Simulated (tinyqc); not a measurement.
The solidus: solid solubility of a dopant against its melt (retrograde solidus), clustering and the electrically active fraction. Computed by tinyqc, a small Python program. Command: `OMP_NUM_THREADS=1 python tinyqc.py 3004204 3004205 out.jsonl retro walk`. One thread of a shared host (Intel(R) Xeon(R) Processor @ 2.30GHz), about 0.01 s of CPU time with the checks.

Inputs (values chosen for the exercise, of the order of those of aluminium in silicon for the solubility):

| quantity | value | unit |
|---|---|---|
| melting point of the host T_m | 1687 | K |
| heat of melting of the host H_f | 50.2 | kJ/mol |
| interaction L of the melt | -3.6 | kJ/mol |
| enthalpy of transfer from melt to solid H | 0.623 | eV |
| entropy of transfer S | -1.55 | k_B |
| site density N0 | 5e+22 | 1/cm^3 |

Constants: R = 8.314462618 J/(mol K); k_B = 8.617333262e-05 eV/K; e = 1.602176634e-19 C; N_A = 6.02214076e+23 1/mol.

Method. x_l and x_s are atom fractions of the dopant in melt and solid; the solid is dilute. Liquidus of the host: R T ln(1 - x_l) + L x_l^2 = -H_f (1 - T/T_m). Distribution: k = x_s/x_l = exp[L (1 - x_l)^2/(R T)] exp(S/k_B - H/(k_B T)), the first factor being the activity coefficient in the melt. Solubility = x_s N0; at T_m x_l = 0. The largest x_s N0 between 900 K and T_m. For an ideal melt with constant heats the maximum has x_l = H_f/(H + H_f), H in the same units.

largest solubility = 2.72302e+19 1/cm^3

temperature of the maximum = 1426.67 K

Against temperature:

| T (K) | x_l | k | solubility (1/cm^3) | over the maximum |
|---|---|---|---|---|
| 1000 | 0.88035 | 0.0001529 | 6.7297e+18 | 0.24714 |
| 1100 | 0.80845 | 0.0002926 | 1.1826e+19 | 0.43430 |
| 1200 | 0.71815 | 0.0004988 | 1.7910e+19 | 0.65772 |
| 1300 | 0.60996 | 0.0007756 | 2.3653e+19 | 0.86864 |
| 1400 | 0.48381 | 0.0011178 | 2.7040e+19 | 0.99301 |
| 1500 | 0.33841 | 0.0015093 | 2.5539e+19 | 0.93789 |
| 1580 | 0.20605 | 0.0018392 | 1.8948e+19 | 0.69585 |
| 1640 | 0.09532 | 0.0020821 | 9.9227e+18 | 0.36440 |
| 1675 | 0.02515 | 0.0022165 | 2.7877e+18 | 0.10238 |

What does the comparison show, and why?

Between the first rows the Arrhenius energy of the solubility is 0.53 eV, against H = 0.623 eV; it shrinks to zero at 1427 K and turns negative beyond. A crystal saturated at the maximum precipitates dopant-rich liquid on cooling and on heating alike. Below a eutectic or compound temperature another phase would set the limit.

Extremes, crossings and ranges named in words are read from the listed rows.
